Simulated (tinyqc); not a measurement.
Inside a calculation. Model: hot electrons in a saturated n-channel MOSFET, lucky-electron model.

Numbers from tinyqc (`OMP_NUM_THREADS=1 python tinyqc.py 2550138 2550139 out.jsonl`; about 0.01 s on one thread of a shared Intel Xeon 2.30GHz). Printed values are rounded.

Beyond pinch-off the lateral field grows as Esat cosh(y/l) over the velocity-saturated region (pseudo-two-dimensional model). Impact ionisation in this region gives the substrate current, which biases the body forward through Rsub. Currents are per width. Local-field laws: they overstate ionisation when the field peak is narrower than an energy relaxation length.

Values chosen for this exercise; values close to those of silicon n-channel devices:
```
symbol,value,unit,meaning
L,0.5,um,channel length
tox,11,nm,oxide thickness
xj,210,nm,junction depth
VT,0.78,V,threshold
mu,440,cm^2/(V s),effective mobility
vs,9.9e6,cm/s,saturation velocity
Ai,2e6,1/cm,ionisation prefactor
Bi,1.8,MV/cm,ionisation field
Rd,200,ohm um,resistance of the lightly doped drain
Rsub,28000,ohm um,substrate resistance
kb,0.26,,fall of VT per volt of forward body bias
lm,9.1,nm,hot-electron mean free path
pb,3.2,V,oxide barrier
Cg,0.0036,,prefactor of the gate current
m,3,,lifetime exponent
Hl,41000,s uA/um,lifetime constant
Vd,3.8,V,drain voltage
Vg,1.8,V,gate voltage
```

Constants: eps0 = 8.8541878128e-14 F/cm where lengths are in cm. Results are converted to the units shown.

## Length and field scales

Cox = 3.9 eps0/tox, l = sqrt(3 tox xj), Esat = 2 vs/mu.

Cox = 0.313921 uF/cm^2
l = 83.2466 nm
Esat = 0.045 MV/cm
Esat L = 2.25 V

## Iteration 1: body bias from the substrate current

Vb at the start = 0 V

Cox = 3.9 eps0/tox. Overdrive g = Vg - VT + kb Vb; Vdsat = g Esat L/(g + Esat L); Id = Cox vs (g - Vdsat); dV = Vd - Id Rd - Vdsat; Em = sqrt((dV/l)^2 + Esat^2); Isub = Id (Ai/Bi) l Em exp(-Bi/Em). Vb(new) = Rsub Isub.

Vdsat = 0.701835 V
Id = 98.8800 uA/um
dV = 3.07839 V
Em = 0.372519 MV/cm
Isub = 2.71573 uA/um
Vb after iteration 1 = 0.0760405 V

## Iteration 2: body bias from the substrate current

As before.

Vdsat = 0.711139 V
Id = 102.133 uA/um
dV = 3.06843 V
Em = 0.371332 MV/cm
Isub = 2.75327 uA/um
Vb after iteration 2 = 0.0770917 V

## Course of the iteration: body bias from the substrate current

Stop when Vb changes by less than 1e-9 V, or after 60 iterations.

Course of the iteration:
```
iteration     Vb (V)  |change| (V)
1          0.0760405        0.0760
2          0.0770917       1.05e-3
3          0.0771060       1.43e-5
4          0.0771062       1.95e-7
5          0.0771062       2.65e-9
6          0.0771062      3.60e-11
```

Converged in 6 iterations. At the end each change is about 0.014 times the one before: linear convergence.

## Gate current, lifetime and channel shortening

Id = 102.179 uA/um
dV = 3.06830 V
Em = 0.371316 MV/cm
Isub = 2.75379 uA/um

Ig = Cg Id exp(-pb/(lm Em)); lifetime tau = (Hl/Id)(Isub/Id)^(-m); length of the saturated region dL = l ln[(dV/l + Em)/Esat]. 1 year = 3.15576e7 s.

Isub/Id = 0.0269508
Ig = 28.3629 pA/um
tau = 0.649541 years
dL = 233.078 nm

The lifetime misses ten years. Integrating Ai exp(-Bi/E) over the cosh profile gives Isub/Id = 0.0231, so the closed form is 17 % above it.
